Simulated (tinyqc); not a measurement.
Composition and strain of an epitaxial Si(1-x)Ge(x) layer from Raman and X-ray peaks: one step, computed by the program tinyqc.

A (001) layer, biaxially strained in the plane. The Raman peaks follow empirical lines omega = w0 + c1 x + c3 x^3 + b eps (c3 for Si-Ge alone), with eps the in-plane strain.

Question. Lattice constants and strain. Relaxed lattice constant a(x) = a_Si + (a_Ge - a_Si) x - B x (1 - x). In-plane constant a_par = a_sub + R (a(x) - a_sub); eps = a_par/a(x) - 1; eps_perp = -(2 C12/C11) eps with 2 C12/C11 linear in x; a_perp = a(x) (1 + eps_perp).

Inputs (values chosen for the exercise, modelled on silicon-germanium):
```
quantity                value      unit
Ge fraction x            0.48         -
degree of relaxation R      0         -
lattice constant of Si  5.431  angstrom
lattice constant of Ge  5.658  angstrom
bowing B                0.028  angstrom
2 C12/C11 of Si         0.773         -
2 C12/C11 of Ge         0.751         -
```

Substrate: silicon.

Give: relaxed constant a(x); substrate constant a_sub; a_par; in-plane strain eps; strain along the normal; a_perp.

Answer.

relaxed constant a(x) = 5.5330 angstrom

substrate constant a_sub = 5.431 angstrom

a_par = 5.431 angstrom

in-plane strain eps = -18.430 per mille

strain along the normal = 14.052 per mille

a_perp = 5.6107 angstrom

The layer is under compression in the plane and is stretched along the normal.
